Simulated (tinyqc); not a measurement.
Tunnelling through a gate dielectric, WKB transmission and Tsu-Esaki current: two steps of the calculation.

Electrons leave the emitter at x = 0. Energies E (motion across the layers) are in eV from the emitter Fermi level; the collector Fermi level lies at -V and offers states at every E. No charge in the dielectric and no image force: F1 = V/t1, U = phi1 - F1 x. With C = hbar^2/(2 m0), kappa = sqrt(m (U - E)/C) where U > E and 0 elsewhere; T(E) = exp(-S), S = 2 times the integral of kappa over x.

Values chosen for this exercise; dielectric values close to those of silicon dioxide:
```
symbol,value,unit,meaning
T,300,K,temperature
Ef,0.38,eV,Fermi energy of the emitter above its band bottom
me,0.84,m0,emitter mass in the supply function
phi1,3.05,eV,barrier of layer 1 above the emitter Fermi level at zero bias
m1,0.5,m0,tunnelling mass of layer 1
t1,5.5,nm,thickness of layer 1
V,4.4,V,voltage across the dielectric
E,0,eV,energy of the electron followed
Ea,-0.38,eV,lower end of the energy grid
Eb,0.39,eV,upper end of the energy grid
nE,11,,points of the energy grid
```

Constants: q = 1.602176634e-19 C, kB = 1.380649e-23 J/K, hbar = 1.054571817e-34 J s, m0 = 9.1093837015e-31 kg, Vt = kB T/q, hbar^2/(2 m0) = 0.0380998212 eV nm^2. Results are converted to the units shown.

Problem 1. WKB exponent in closed form. Each layer adds (2/F) sqrt(m/C) [G(u at its left edge) - G(u at its right edge)] to S, with u = U - E (0 where negative) and G(u) = (2/3) u^1.5. The slope follows from 1/d = -dS/dE.

Give: S; T(E); energy d over which T(E) grows by a factor e.

Solution 1.

S = 32.16
T(E) = 1.079e-14
energy d over which T(E) grows by a factor e = 0.06322 eV

The midpoint rule gives S = 32.007, so its T(E) is 17 % above this value. The band edge of layer 1 drops below E inside the layer: the barrier there is triangular (the Fowler-Nordheim case).

Problem 2. Current density on a coarse energy grid. J = J0 times the integral of T(E) N(E) dE, N = ln[(1 + exp(-E/Vt))/(1 + exp((-E - V)/Vt))], J0 = q^2 me m0 kB T/(2 pi^2 hbar^3) (times 1e-4 for A/cm^2 per eV), by Simpson's rule on nE equally spaced points from Ea to Eb.

Give: E; T(E); N; T(E) N; J0; J.

Solution 2.

| point | E (eV) | T(E) | N | T(E) N |
|---|---|---|---|---|
| 0 | -0.3800 | 2.203e-17 | 14.70 | 3.238e-16 |
| 1 | -0.3030 | 7.956e-17 | 11.72 | 9.325e-16 |
| 2 | -0.2260 | 2.832e-16 | 8.742 | 2.476e-15 |
| 3 | -0.1490 | 9.931e-16 | 5.767 | 5.727e-15 |
| 4 | -0.0720 | 3.431e-15 | 2.845 | 9.761e-15 |
| 5 | 0.0050 | 1.167e-14 | 0.6011 | 7.018e-15 |
| 6 | 0.0820 | 3.912e-14 | 0.04107 | 1.606e-15 |
| 7 | 0.1590 | 1.290e-13 | 0.002130 | 2.749e-16 |
| 8 | 0.2360 | 4.190e-13 | 1.085e-4 | 4.545e-17 |
| 9 | 0.3130 | 1.339e-12 | 5.519e-6 | 7.389e-18 |
| 10 | 0.3900 | 4.210e-12 | 2.807e-7 | 1.182e-18 |

J0 = 3.514e8 A/(cm^2 eV)
J = 7.571e-7 A/cm^2

The integrand peaks at E = -0.0720 eV among these points.

Computed by the program tinyqc: `OMP_NUM_THREADS=1 python tinyqc.py 2540014 2540015 out.jsonl`, one thread of a shared Intel Xeon 2.30GHz, about 0.02 s for the whole run.
